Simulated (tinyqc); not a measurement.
Stress along the channel: six-band hole subbands of a thin body in a field.

Basis X, Y, Z times spin, hole energies counted downwards from the unstrained edge (the hydrostatic shift is left out), c = hbar^2/2m0. For a symmetric tensor T let C(T) have C_XX = L Txx + M (Tyy + Tzz), C_XY = N Txy (cyclic), L = c (g1 + 4 g2), M = c (g1 - 2 g2), N = 6 c g3. k = q + kz n, n the unit normal, q = k1 u + k2 v with u along the channel [1-10] and v = n x u. H = C(k k^T) + (Dso/3)(1 - L.sigma) - B + e F z with (L_k)_ij = -i epsilon_kij; B is the block C built from the traceless strain with 2b, -b and sqrt(3) d in place of L, M, N. Strain: exx = eyy = (s11 + s12) sx/2, ezz = s12 sx, exy = -s44 sx/4. Hard walls at z = 0 and t; basis sin(j pi z/t), j = 1 to Nz: kz^2 = (j pi/t)^2, kz = -i D with D_jl = 4 j l/(t (j^2 - l^2)), z_jj = t/2 and z_jl = -8 t j l/(pi (j^2 - l^2))^2 for j + l odd; 1 MV/cm = 0.01 eV/angstrom.

Nz = 14. E1 is the top subband at q = 0, gap the distance to the next pair, and the masses are c q^2/(E(q) - E1) at |q| = 0.02 1/angstrom (mean of the spin pair) along the channel [1-10] and across it in the plane; a dash marks a band that does not rise.

Constants: hbar^2/2m0 = 3.80998211 eV angstrom^2.

Parameters, chosen for this exercise (near those of a p-type Si channel; not measured data):
- g1 = 4.27 (Luttinger gamma1)
- g2 = 0.34 (gamma2)
- g3 = 1.45 (gamma3)
- Dso = 0.044 eV (spin-orbit splitting)
- b = -2.11 eV (tetragonal potential)
- d = -4.71 eV (trigonal potential)
- S = (7.67, -2.1, 12.82) 1/TPa (compliances s11, s12, s44)
- face = 111 (surface)
- t = 70 angstrom (body thickness)
- F = 0.2 MV/cm (field across the body)

Each row has its own sx.

Results:

| sx (GPa) | E1 (meV) | gap (meV) | m channel | m across |
|---|---|---|---|---|
| -3.0 | -32.2 | 50.0 | 0.124 | 1.300 |
| -2.0 | 3.5 | 50.1 | 0.128 | 1.189 |
| -0.5 | 54.0 | 36.8 | 0.160 | 0.619 |
| 0.0 | 64.4 | 24.2 | 0.271 | 0.275 |
| 0.5 | 62.6 | 35.2 | 0.483 | 0.167 |
| 1.0 | 55.2 | 49.7 | 0.535 | 0.155 |

Give the missing row, sx (GPa) = -1.0.

Computed row:
```
sx (GPa)  E1 (meV)  gap (meV)  m channel  m across
-1.0          38.2       50.0      0.139     0.911
```

Under 2 GPa of compression the channel mass goes from 0.271 to 0.128 m0, the mass across from 0.275 to 1.189; the gap to the next subband is 50, 24 and 50 meV at -2, 0 and +1 GPa. The lightest channel mass of the table, 0.124 m0, is at -3.0 GPa.

Run: tinyqc, `OMP_NUM_THREADS=1 python tinyqc.py 1252251 1252252 out.jsonl`; Intel(R) Xeon(R) Processor @ 2.30GHz, one thread, shared host; about 0.4 s of CPU time with all checks.
